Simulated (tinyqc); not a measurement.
UHF in the 6-31g basis, for H2, spin multiplicity 1, step by step. Computed by tinyqc, a small Python program that keeps every step (integrals from PySCF). Settings: charge = 0, multiplicity = 1, basis = 6-31g, energy threshold = 1e-08, iteration cap = 79, orthogonalisation = canonical, start = core, DIIS depth = 0, method = UHF, break = 0.4. Command: `OMP_NUM_THREADS=1 python tinyqc.py 22026 22027 out.jsonl` (the two numbers bound the seeds that draw the settings). One thread of a shared host (Intel(R) Xeon(R) Processor @ 2.60GHz), about 0.08 s of CPU time with the checks. Later iterations appear only in the table of the cycle.

## One-electron integrals

Geometry (angstrom):
```
atom        x        y        z
H     0.00000  0.00000  0.00000
H     0.00000  0.00000  0.77500
```

Basis 6-31g: exponents (1/bohr^2) and contraction coefficients of normalised primitives:
```
element  l (shell)  exponent  coefficient
H            s (1)  18.73114      0.03349
H            s (1)   2.82539      0.23473
H            s (1)   0.64012      0.81376
H            s (2)   0.16128      1.00000
```

Overlap, kinetic and nuclear-attraction integrals over the contracted functions; the nuclear repulsion is the sum of Za Zb / Rab.

nuclear repulsion = 0.6828093 hartree

overlap S, lower triangle:
```
         1H 1s    1H 2s    2H 1s    2H 2s
1H 1s  1.00000
1H 2s  0.65829  1.00000
2H 1s  0.42439  0.49655  1.00000
2H 2s  0.49655  0.84117  0.65829  1.00000
```

kinetic energy T (hartree), lower triangle:
```
         1H 1s    1H 2s    2H 1s    2H 2s
1H 1s  1.39568
1H 2s  0.25974  0.24192
2H 1s  0.19577  0.15884  1.39568
2H 2s  0.15884  0.18003  0.25974  0.24192
```

nuclear attraction V (hartree), lower triangle:
```
          1H 1s     1H 2s     2H 1s     2H 2s
1H 1s  -2.32738
1H 2s  -1.16636  -1.16014
2H 1s  -0.95176  -0.91120  -2.32738
2H 2s  -0.91120  -1.01907  -1.16636  -1.16014
```

core Hamiltonian H = T + V (hartree), lower triangle:
```
          1H 1s     1H 2s     2H 1s     2H 2s
1H 1s  -0.93170
1H 2s  -0.90662  -0.91823
2H 1s  -0.75599  -0.75235  -0.93170
2H 2s  -0.75235  -0.83904  -0.90662  -0.91823
```

## Two-electron integrals

Functions are numbered as in S; the eight-fold symmetry (ij|kl) = (ji|kl) = (kl|ij) leaves the list below.

Two-electron integrals (ij|kl) in chemists' order, unique and non-zero (hartree):
```
(11|11) 1.07657   (21|11) 0.57847   (21|21) 0.32942   (22|11) 0.58740
(22|21) 0.36130   (22|22) 0.45315   (31|11) 0.37560   (31|21) 0.21432
(31|22) 0.23470   (31|31) 0.17309   (32|11) 0.33134   (32|21) 0.20148
(32|22) 0.24421   (32|31) 0.16995   (32|32) 0.18645   (33|11) 0.64043
(33|21) 0.39689   (33|22) 0.49073   (33|31) 0.37560   (33|32) 0.42932
(33|33) 1.07657   (41|11) 0.42932   (41|21) 0.24540   (41|22) 0.27075
(41|31) 0.16995   (41|32) 0.16314   (41|33) 0.33134   (41|41) 0.18645
(42|11) 0.47110   (42|21) 0.29149   (42|22) 0.37047   (42|31) 0.20664
(42|32) 0.22508   (42|33) 0.47110   (42|41) 0.22508   (42|42) 0.32064
(43|11) 0.39689   (43|21) 0.24578   (43|22) 0.30830   (43|31) 0.21432
(43|32) 0.24540   (43|33) 0.57847   (43|41) 0.20148   (43|42) 0.29149
(43|43) 0.32942   (44|11) 0.49073   (44|21) 0.30830   (44|22) 0.40590
(44|31) 0.23470   (44|32) 0.27075   (44|33) 0.58740   (44|41) 0.24421
(44|42) 0.37047   (44|43) 0.36130   (44|44) 0.45315
```

## Orthogonalisation

S = U s U^T; canonical form X = U s^(-1/2), so that X^T S X = 1. Each column of U has its largest component positive (the first on a tie).

eigenvalues of S: 0.10343  0.45929  0.63101  2.80627

X:
```
              1         2         3        4
1H 1s  -0.71250   0.80062   0.84212  0.27068
1H 2s   2.08007  -0.66908   0.28846  0.32389
2H 1s   0.71250   0.80062  -0.84212  0.27068
2H 2s  -2.08007  -0.66908  -0.28846  0.32389
```

## Starting guess

The start is the orbitals of the core Hamiltonian, with HOMO and LUMO mixed by +/-0.4 rad for the two spins; D(s) = C_occ C_occ^T for each spin.

D(alpha) at the start, lower triangle:
```
          1H 1s     1H 2s     2H 1s    2H 2s
1H 1s   0.30649
1H 2s   0.35931   0.42124
2H 1s   0.13526   0.15857   0.05969
2H 2s  -0.18005  -0.21108  -0.07946  0.10578
```

D(beta) at the start, lower triangle:
```
          1H 1s     1H 2s    2H 1s    2H 2s
1H 1s   0.05969
1H 2s  -0.07946   0.10578
2H 1s   0.13526  -0.18005  0.30649
2H 2s   0.15857  -0.21108  0.35931  0.42124
```

## Iteration 1: building the Fock matrix

J_ij = sum D_kl (ij|kl) with D = D(alpha) + D(beta), K_ij = sum D_kl (ik|jl) for each spin; F = H + J - K(s); E = tr D H + tr D J / 2 - 0.5 sum_s tr D(s) K(s) + E_nn.

Coulomb J (hartree), lower triangle:
```
         1H 1s    1H 2s    2H 1s    2H 2s
1H 1s  1.51560
1H 2s  0.88263  1.01436
2H 1s  0.66693  0.68694  1.51560
2H 2s  0.68694  0.88353  0.88263  1.01436
```

exchange K(alpha) (hartree), lower triangle:
```
         1H 1s    1H 2s    2H 1s    2H 2s
1H 1s  0.79884
1H 2s  0.55876  0.43135
2H 1s  0.40796  0.31481  0.31788
2H 2s  0.42968  0.33294  0.26987  0.26673
```

exchange K(beta) (hartree), lower triangle:
```
         1H 1s    1H 2s    2H 1s    2H 2s
1H 1s  0.31788
1H 2s  0.26987  0.26673
2H 1s  0.40796  0.42968  0.79884
2H 2s  0.31481  0.33294  0.55876  0.43135
```

F(alpha) (hartree), lower triangle:
```
          1H 1s     1H 2s     2H 1s     2H 2s
1H 1s  -0.21494
1H 2s  -0.58276  -0.33522
2H 1s  -0.49702  -0.38022   0.26602
2H 2s  -0.49509  -0.28845  -0.29386  -0.17060
```

F(beta) (hartree), lower triangle:
```
          1H 1s     1H 2s     2H 1s     2H 2s
1H 1s   0.26602
1H 2s  -0.29386  -0.17060
2H 1s  -0.49702  -0.49509  -0.21494
2H 2s  -0.38022  -0.28845  -0.58276  -0.33522
```

total energy of this density = -1.0040065 hartree

## Iteration 1: diagonalisation and new density

Diagonalise F' = X^T F X, C = X C', fill 1 alpha and 1 beta electrons from the bottom; D(s) = C_occ C_occ^T. Each column has its largest component positive (the first on a tie).

F' = X^T F X (alpha) (hartree), lower triangle:
```
          1         2         3         4
1   0.84199
2   0.02118   0.78778
3  -0.58647  -0.10520   0.74644
4  -0.02296  -0.10673  -0.24873  -0.48986
```

orbital energies (alpha) (hartree): MO1 -0.56526, MO2 0.25532, MO3 0.79106, MO4 1.40524

coefficients C (alpha):
```
            MO1       MO2       MO3       MO4
1H 1s   0.45480  -0.07383  -0.89041   0.96227
1H 2s   0.55636  -1.48171   0.97658  -1.22628
2H 1s   0.21283   0.12224  -0.64214  -1.20768
2H 2s  -0.05877   1.72583   0.39738   1.35004
```

F' = X^T F X (beta) (hartree), lower triangle:
```
          1         2        3         4
1   0.84199
2  -0.02118   0.78778
3  -0.58647   0.10520  0.74644
4   0.02296  -0.10673  0.24873  -0.48986
```

orbital energies (beta) (hartree): MO1 -0.56526, MO2 0.25532, MO3 0.79106, MO4 1.40524

coefficients C (beta):
```
            MO1       MO2       MO3       MO4
1H 1s   0.21283   0.12224  -0.64214  -1.20768
1H 2s  -0.05877   1.72583   0.39738   1.35004
2H 1s   0.45480  -0.07383  -0.89041   0.96227
2H 2s   0.55636  -1.48171   0.97658  -1.22628
```

D(alpha) after iteration 1, lower triangle:
```
          1H 1s     1H 2s     2H 1s    2H 2s
1H 1s   0.20684
1H 2s   0.25303   0.30953
2H 1s   0.09680   0.11841   0.04530
2H 2s  -0.02673  -0.03269  -0.01251  0.00345
```

D(beta) after iteration 1, lower triangle:
```
          1H 1s     1H 2s    2H 1s    2H 2s
1H 1s   0.04530
1H 2s  -0.01251   0.00345
2H 1s   0.09680  -0.02673  0.20684
2H 2s   0.11841  -0.03269  0.25303  0.30953
```

## Iteration 2: building the Fock matrix

As before.

Coulomb J (hartree), lower triangle:
```
         1H 1s    1H 2s    2H 1s    2H 2s
1H 1s  1.46285
1H 2s  0.85900  0.99967
2H 1s  0.64483  0.66841  1.46285
2H 2s  0.66841  0.87052  0.85900  0.99967
```

exchange K(alpha) (hartree), lower triangle:
```
         1H 1s    1H 2s    2H 1s    2H 2s
1H 1s  0.70609
1H 2s  0.53425  0.45220
2H 1s  0.40635  0.34730  0.36183
2H 2s  0.43832  0.37779  0.32199  0.32992
```

exchange K(beta) (hartree), lower triangle:
```
         1H 1s    1H 2s    2H 1s    2H 2s
1H 1s  0.36183
1H 2s  0.32199  0.32992
2H 1s  0.40635  0.43832  0.70609
2H 2s  0.34730  0.37779  0.53425  0.45220
```

F(alpha) (hartree), lower triangle:
```
          1H 1s     1H 2s     2H 1s     2H 2s
1H 1s  -0.17494
1H 2s  -0.58187  -0.37076
2H 1s  -0.51751  -0.43124   0.16932
2H 2s  -0.52226  -0.34631  -0.36961  -0.24848
```

F(beta) (hartree), lower triangle:
```
          1H 1s     1H 2s     2H 1s     2H 2s
1H 1s   0.16932
1H 2s  -0.36961  -0.24848
2H 1s  -0.51751  -0.52226  -0.17494
2H 2s  -0.43124  -0.34631  -0.58187  -0.37076
```

total energy of this density = -1.0861804 hartree

## Iteration 2: diagonalisation and new density

As before.

F' = X^T F X (alpha) (hartree), lower triangle:
```
          1         2         3         4
1   0.83405
2   0.02007   0.78660
3  -0.57049  -0.06562   0.73709
4  -0.01426  -0.09022  -0.18209  -0.54789
```

orbital energies (alpha) (hartree): MO1 -0.58750, MO2 0.23839, MO3 0.78911, MO4 1.36986

coefficients C (alpha):
```
           MO1       MO2       MO3       MO4
1H 1s  0.41145  -0.09332  -0.86774   1.00005
1H 2s  0.48065  -1.53491   0.87498  -1.26882
2H 1s  0.23308   0.14198  -0.68382  -1.17855
2H 2s  0.05835   1.69321   0.49862   1.35775
```

F' = X^T F X (beta) (hartree), lower triangle:
```
          1         2        3         4
1   0.83405
2  -0.02007   0.78660
3  -0.57049   0.06562  0.73709
4   0.01426  -0.09022  0.18209  -0.54789
```

orbital energies (beta) (hartree): MO1 -0.58750, MO2 0.23839, MO3 0.78911, MO4 1.36986

coefficients C (beta):
```
           MO1       MO2       MO3       MO4
1H 1s  0.23308   0.14198  -0.68382  -1.17855
1H 2s  0.05835   1.69321   0.49862   1.35775
2H 1s  0.41145  -0.09332  -0.86774   1.00005
2H 2s  0.48065  -1.53491   0.87498  -1.26882
```

D(alpha) after iteration 2, lower triangle:
```
         1H 1s    1H 2s    2H 1s    2H 2s
1H 1s  0.16929
1H 2s  0.19776  0.23102
2H 1s  0.09590  0.11203  0.05433
2H 2s  0.02401  0.02805  0.01360  0.00340
```

D(beta) after iteration 2, lower triangle:
```
         1H 1s    1H 2s    2H 1s    2H 2s
1H 1s  0.05433
1H 2s  0.01360  0.00340
2H 1s  0.09590  0.02401  0.16929
2H 2s  0.11203  0.02805  0.19776  0.23102
```

## Iteration 3: building the Fock matrix

As before.

Coulomb J (hartree), lower triangle:
```
         1H 1s    1H 2s    2H 1s    2H 2s
1H 1s  1.45289
1H 2s  0.85473  0.99723
2H 1s  0.64127  0.66528  1.45289
2H 2s  0.66528  0.86854  0.85473  0.99723
```

exchange K(alpha) (hartree), lower triangle:
```
         1H 1s    1H 2s    2H 1s    2H 2s
1H 1s  0.65626
1H 2s  0.51190  0.44884
2H 1s  0.41315  0.36906  0.40723
2H 2s  0.43638  0.39271  0.35786  0.36039
```

exchange K(beta) (hartree), lower triangle:
```
         1H 1s    1H 2s    2H 1s    2H 2s
1H 1s  0.40723
1H 2s  0.35786  0.36039
2H 1s  0.41315  0.43638  0.65626
2H 2s  0.36906  0.39271  0.51190  0.44884
```

F(alpha) (hartree), lower triangle:
```
          1H 1s     1H 2s     2H 1s     2H 2s
1H 1s  -0.13507
1H 2s  -0.56380  -0.36984
2H 1s  -0.52787  -0.45613   0.11396
2H 2s  -0.52345  -0.36322  -0.40976  -0.28139
```

F(beta) (hartree), lower triangle:
```
          1H 1s     1H 2s     2H 1s     2H 2s
1H 1s   0.11396
1H 2s  -0.40976  -0.28139
2H 1s  -0.52787  -0.52345  -0.13507
2H 2s  -0.45613  -0.36322  -0.56380  -0.36984
```

total energy of this density = -1.1069728 hartree

## Iteration 3: diagonalisation and new density

As before.

F' = X^T F X (alpha) (hartree), lower triangle:
```
          1         2         3         4
1   0.83276
2   0.01521   0.78552
3  -0.56633  -0.04613   0.74291
4  -0.00931  -0.08757  -0.13218  -0.56588
```

orbital energies (alpha) (hartree): MO1 -0.58886, MO2 0.23275, MO3 0.78925, MO4 1.36215

coefficients C (alpha):
```
           MO1       MO2       MO3       MO4
1H 1s  0.38588  -0.10601   0.84611   1.02715
1H 2s  0.42599  -1.56482  -0.82120  -1.28763
2H 1s  0.25580   0.14258   0.71179  -1.15701
2H 2s  0.12533   1.67699  -0.55342   1.35210
```

F' = X^T F X (beta) (hartree), lower triangle:
```
          1         2        3         4
1   0.83276
2  -0.01521   0.78552
3  -0.56633   0.04613  0.74291
4   0.00931  -0.08757  0.13218  -0.56588
```

orbital energies (beta) (hartree): MO1 -0.58886, MO2 0.23275, MO3 0.78925, MO4 1.36215

coefficients C (beta):
```
           MO1       MO2       MO3       MO4
1H 1s  0.25580   0.14258   0.71179  -1.15701
1H 2s  0.12533   1.67699  -0.55342   1.35210
2H 1s  0.38588  -0.10601   0.84611   1.02715
2H 2s  0.42599  -1.56482  -0.82120  -1.28763
```

D(alpha) after iteration 3, lower triangle:
```
         1H 1s    1H 2s    2H 1s    2H 2s
1H 1s  0.14890
1H 2s  0.16438  0.18147
2H 1s  0.09871  0.10897  0.06543
2H 2s  0.04836  0.05339  0.03206  0.01571
```

D(beta) after iteration 3, lower triangle:
```
         1H 1s    1H 2s    2H 1s    2H 2s
1H 1s  0.06543
1H 2s  0.03206  0.01571
2H 1s  0.09871  0.04836  0.14890
2H 2s  0.10897  0.05339  0.16438  0.18147
```

## Iteration 27 (converged): orbitals

converged F(alpha) (hartree), lower triangle:
```
          1H 1s     1H 2s     2H 1s     2H 2s
1H 1s  -0.01522
1H 2s  -0.49508  -0.33629
2H 1s  -0.53943  -0.50090  -0.01508
2H 2s  -0.50094  -0.37512  -0.49500  -0.33624
```

converged F(beta) (hartree), lower triangle:
```
          1H 1s     1H 2s     2H 1s     2H 2s
1H 1s  -0.01508
1H 2s  -0.49500  -0.33624
2H 1s  -0.53943  -0.50094  -0.01522
2H 2s  -0.50090  -0.37512  -0.49508  -0.33629
```

As before.

F' = X^T F X (alpha) (hartree), lower triangle:
```
          1         2         3         4
1   0.83365
2   0.00001   0.78616
3  -0.56433  -0.00003   0.75578
4   0.00000  -0.08782  -0.00007  -0.57979
```

orbital energies (alpha) (hartree): MO1 -0.58541, MO2 0.22905, MO3 0.79179, MO4 1.36038

coefficients C (alpha):
```
           MO1       MO2       MO3       MO4
1H 1s  0.32132  -0.12944   0.78172   1.09544
1H 2s  0.28056  -1.63015  -0.68848  -1.32376
2H 1s  0.32125   0.12947   0.78165  -1.09551
2H 2s  0.28039   1.63021  -0.68833   1.32380
```

F' = X^T F X (beta) (hartree), lower triangle:
```
          1         2        3         4
1   0.83365
2  -0.00001   0.78616
3  -0.56433   0.00003  0.75578
4   0.00000  -0.08782  0.00007  -0.57979
```

orbital energies (beta) (hartree): MO1 -0.58541, MO2 0.22905, MO3 0.79179, MO4 1.36038

coefficients C (beta):
```
           MO1       MO2       MO3       MO4
1H 1s  0.32125   0.12947   0.78165  -1.09551
1H 2s  0.28039   1.63021  -0.68833   1.32380
2H 1s  0.32132  -0.12944   0.78172   1.09544
2H 2s  0.28056  -1.63015  -0.68848  -1.32376
```

D(alpha) after iteration 27, lower triangle:
```
         1H 1s    1H 2s    2H 1s    2H 2s
1H 1s  0.10325
1H 2s  0.09015  0.07871
2H 1s  0.10322  0.09013  0.10320
2H 2s  0.09010  0.07867  0.09008  0.07862
```

D(beta) after iteration 27, lower triangle:
```
         1H 1s    1H 2s    2H 1s    2H 2s
1H 1s  0.10320
1H 2s  0.09008  0.07862
2H 1s  0.10322  0.09010  0.10325
2H 2s  0.09013  0.07867  0.09015  0.07871
```

## Convergence

Stop when the energy changes by less than 1e-08 hartree and every element of the error matrix X^T (F D S - S D F) X (for each spin) is below 3e-05.

Course of the cycle:
```
iteration  E (hartree)     change  largest element of the error matrix
1           -1.0040065          -                             1.29e-01
2           -1.0861804  -8.22e-02                             7.34e-02
3           -1.1069728  -2.08e-02                             5.20e-02
4           -1.1160682  -9.10e-03                             3.70e-02
5           -1.1205640  -4.50e-03                             2.66e-02
6           -1.1228777  -2.31e-03                             1.93e-02
7           -1.1240917  -1.21e-03                             1.40e-02
8           -1.1247350  -6.43e-04                             1.02e-02
9           -1.1250778  -3.43e-04                             7.49e-03
10          -1.1252610  -1.83e-04                             5.48e-03
11          -1.1253591  -9.80e-05                             4.01e-03
12          -1.1254116  -5.25e-05                             2.93e-03
13          -1.1254397  -2.81e-05                             2.15e-03
14          -1.1254548  -1.51e-05                             1.57e-03
15          -1.1254629  -8.08e-06                             1.15e-03
16          -1.1254672  -4.33e-06                             8.43e-04
17          -1.1254695  -2.32e-06                             6.17e-04
18          -1.1254708  -1.25e-06                             4.52e-04
19          -1.1254715  -6.68e-07                             3.31e-04
20          -1.1254718  -3.58e-07                             2.42e-04
21          -1.1254720  -1.92e-07                             1.77e-04
22          -1.1254721  -1.03e-07                             1.30e-04
23          -1.1254722  -5.52e-08                             9.52e-05
24          -1.1254722  -2.96e-08                             6.97e-05
25          -1.1254722  -1.59e-08                             5.10e-05
26          -1.1254722  -8.50e-09                             3.74e-05
27          -1.1254722  -4.56e-09                             2.74e-05
```

PySCF UHF in the same basis, after a stability check = -1.1254722 hartree

Converged in 27 iterations.

## Populations, bond orders and dipole

Mulliken: Z minus the diagonal of D S on the atom; Loewdin: the same with S^(1/2) D S^(1/2); Mayer order: 2 sum_s sum (D(s) S)_ij (D(s) S)_ji over the two atoms.

Charges (e):
```
atom  Mulliken  Loewdin  Mulliken spin
1H           0        0        0.00024
2H           0        0       -0.00024
```

Mayer bond orders:
```
pair    order
2-1   1.00000
```

dipole moment about the origin, x y z (debye): 0.00000  0.00000  0.00000

<S^2> of the determinant (pure state: 0) = 2.25e-08
